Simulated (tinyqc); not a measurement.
Changing the barrier thickness d: charge control and current of a heterostructure field-effect transistor. Computed by tinyqc, a small Python program. Command: `OMP_NUM_THREADS=1 python tinyqc.py 3022105 3022106 out.jsonl hemt sweep`. One thread of a shared host (Intel(R) Xeon(R) Processor @ 2.30GHz), about 0.02 s of CPU time with the checks.

Two subbands in a triangular well; E_F is counted from the conduction band edge of the channel at the interface.

Inputs (values chosen for the exercise, modelled on AlGaN/GaN):
```
quantity,value,unit
channel mass m,0.19,m_0
permittivity eps (barrier and channel),9.33,-
Schottky barrier phi_B,1.1,eV
conduction band offset dE_c,0.41,eV
polarisation charge sigma/e,1.5e+13,1/cm^2
gate voltage V_G,0,V
mobility mu,1600,cm^2/(V s)
saturation velocity v_s,1.3,1e7 cm/s
gate length L,87,nm
source resistance R_S,0,ohm mm
temperature T,400,K
mixing,0.5,-
iteration cap,200,-
```

Charge source: polarisation. Velocity law: smooth.

Constants: e = 1.602176634e-19 C; eps_0 = 8.8541878128e-12 F/m; k_B = 8.617333262e-05 eV/K; hbar = 1.054571817e-34 J s; m_0 = 9.1093837015e-31 kg; k_B = 1.380649e-23 J/K.

Method:
- Threshold V_T = phi_B - dE_c - sigma d/(eps eps_0) (in volts); C_b = eps eps_0/d.
- Charge control: n_s = C_b (V_G - V_T - E_F/e)/e. Well: mean field F = e n_s/(2 eps eps_0), E_i = (hbar^2/2m)^(1/3) [(3 pi e F/2)(i + 3/4)]^(2/3), i = 0, 1; n_s = D k_B T sum_i ln(1 + exp((E_F - E_i)/k_B T)), D = m/(pi hbar^2), which is solved in closed form for E_F.
- Iteration from n_s = C_b (V_G - V_T)/(2e): E_F from n_s, n_out from the charge control, n_new = n_s + mixing (n_out - n_s), kept above n_s/10; stop when |n_out/n_s - 1| < 1e-9.
- C_g = e dn_s/dV_G = 1/(1/C_b + 1/C_q), 1/C_q = d(E_F/e)/d(e n_s) by a central difference of +/- 0.1 % in n_s; added distance dd = eps eps_0/C_q.
- With V = e n_s/C_g and V_c = v_s L/mu: for v = mu F/(1 + mu F/v_s), V_Dsat = V_c (sqrt(1 + 2V/V_c) - 1) and I/W = C_g v_s (V - V_Dsat); g_m = dI/dV; extrinsic g_m/(1 + g_m R_S); f_T = g_m/(2 pi C_g L).

One run for each value:
```
barrier thickness d (nm),sheet density n_s (1/cm^2),threshold voltage V_T (V),gate capacitance C_g (microfarad/cm^2),intrinsic g_m (mS/mm)
4.0,3.7573e+12,-0.474,1.3154,1252.2
5.4,5.8606e+12,-0.881,1.1264,1169.0
7.3,7.7591e+12,-1.434,0.9104,995.6
9.9,9.3783e+12,-2.190,0.7131,807.9
13.0,1.0567e+13,-3.092,0.5644,654.6
18.0,1.1697e+13,-4.547,0.4215,499.3
24.0,1.2472e+13,-6.292,0.3230,388.3
33.0,1.3130e+13,-8.910,0.2391,291.1
44.0,1.3582e+13,-12.110,0.1814,223.0
60.0,1.3950e+13,-16.765,0.1342,166.5
```

Over the rows, sheet density n_s (1/cm^2) rises from 3.76e12 to 1.40e13 (exponent d ln y / d ln x 1.5 between the first rows and 0.086 between the last); threshold voltage V_T (V) falls from -0.474 to -16.8 (exponent d ln y / d ln x 2.1 between the first rows and 1.0 between the last); gate capacitance C_g (microfarad/cm^2) falls from 1.32 to 0.134 (exponent d ln y / d ln x -0.52 between the first rows and -0.97 between the last). At the high end the exponent of gate capacitance C_g is -0.97, close to -1: a thick barrier. n_s approaches sigma/e = 1.5e13 from below and reaches 93 % of it in the last row; the threshold is zero at d = eps eps_0 (phi_B - dE_c)/sigma = 2.37 nm.

Caution (rows 13.0, 18.0, 24.0, 33.0, 44.0, 60.0): E_F lies above the conduction band minimum of the barrier, so electrons would spill into the barrier.

Extremes, crossings and ranges named in words are read from the listed rows.
